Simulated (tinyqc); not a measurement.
From results back to parameters: zigzag graphene nanoribbon in tight binding. Three cases, with inputs chosen for the exercise.

Problem. The edge state of a wide zigzag ribbon has weight 1 - x^2 on the edge site, x = 2 cos(k/2), and its amplitude falls by x from chain to chain, 1.5 acc apart. The weight below belongs to a hidden k between 2 pi/3 and pi.

Find: k; decay length.

Method. x = sqrt(1 - weight), k = 2 arccos(x/2), decay length = -1.5 acc/ln x.

Case 1.

Values chosen (out of a larger set: near those used for graphene; not measured data): acc = 1.42 angstrom (bond length).

edge weight = 0.469372

Solution.

k = 2.396
decay length = 6.722 angstrom

Case 2.

Values chosen (out of a larger set: near those used for graphene; not measured data): acc = 1.42 angstrom (bond length).

edge weight = 0.857631

Solution.

k = 2.762
decay length = 2.185 angstrom

Case 3.

Values chosen (out of a larger set: near those used for graphene; not measured data): acc = 1.42 angstrom (bond length).

edge weight = 0.808144

Solution.

k = 2.700
decay length = 2.580 angstrom

Computed by tinyqc, one run a case: `OMP_NUM_THREADS=1 python tinyqc.py N N+1 out.jsonl` with N = 1480995, 1481028, 1481286; one thread of a shared Intel(R) Xeon(R) Processor @ 2.30GHz, about 0.01 s a run at most.
